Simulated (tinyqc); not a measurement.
# Inductance and parasitic capacitance from two readings

Question. A loss-free coil L in parallel with C shows the apparent inductance L/(1 - w^2 L C), w = 2 pi f. Find L, C and the self-resonance 1/(2 pi sqrt(L C)).

apparent inductance at 7.4 and 13 GHz (nH): [1.3387722, 2.4467707]

Solution. The inverse of the reading is 1/L - w^2 C, a straight line in w^2.

L = 1.100 nH
C = 75.00 fF
self-resonance = 17.52 GHz

Program tinyqc, `OMP_NUM_THREADS=1 python tinyqc.py 2302138 2302139 out.jsonl`; Intel Xeon 2.30GHz, shared host, one thread, about 0.01 s.
